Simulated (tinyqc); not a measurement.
Current crowding under a contact, resistor ladder against the transmission-line model: two steps of the calculation.

A metal contact of length d and width W on a thin layer of the same width. The metal has no resistance, the sheet resistance under it equals Rsh, and current enters the layer at the front edge x = 0.

Parameters, values chosen for the exercise:
```
symbol   value      unit                                      meaning
Rsh        220    ohm/sq  sheet resistance of the semiconductor layer
rc      2.4e-8  ohm cm^2                 specific contact resistivity
d        0.062        um                               contact length
W            4        um                                contact width
n            7                                                  cells
I            1        mA                                      current
```

Problem 1. Voltages and the share of the current. Cut the contact into n cells of length hc = d/n. Neighbouring cell centres are joined by a = W/(Rsh hc), each centre joins the metal (0 V) by g = W hc/rc, and I enters cell 1 through half a cell: -a v_(i-1) + b_i v_i - a v_(i+1) = I for i = 1 and 0 otherwise, b_i = g + 2 a (g + a at both ends). Rc = v_1/I + 1/(2 a). Cell i passes g v_i to the metal.

a = 2.0527859 S
g = 0.014761905 S
b_i, cell 1 to 7 (S): [2.0675478, 4.1203338, 4.1203338, 4.1203338, 4.1203338, 4.1203338, 2.0675478]

Find: v_i; share of the current; Rc of the ladder.

Solution 1.

```
cell  v_i (mV)  share of the current (%)
1        10.56                     15.58
2        10.15                     14.98
3         9.81                     14.48
4         9.54                     14.08
5         9.34                     13.79
6         9.21                     13.59
7         9.14                     13.50
```

Rc of the ladder = 10.80 ohm

The first cell passes 15.6 % of the current and the last 13.5 %; an even spread would give 14.3 % each.

Problem 2. The transmission-line result. Transfer length Lt = sqrt(rc/Rsh); front resistance Rc = (Rsh Lt/W) coth(d/Lt); end resistance Re = (Rsh Lt/W)/sinh(d/Lt). v(x) = I (Rsh Lt/W) cosh((d - x)/Lt)/sinh(d/Lt) at the cell centres x = (i - 1/2) d/n.

Wanted: Lt; Rc; Re; v(x).

Solution 2.

Lt = 0.1044 um
Rc = 10.79 ohm
Re = 9.132 ohm
v(x), cell 1 to 7 (mV): [10.55, 10.14, 9.80, 9.54, 9.34, 9.21, 9.14]

The ladder's Rc is 0.11 % above this value, with cells 0.085 Lt long.

Computed by the program tinyqc: `OMP_NUM_THREADS=1 python tinyqc.py 2760052 2760053 out.jsonl`, one thread of a shared Intel Xeon 2.30GHz, about 0.01 s for the whole run.
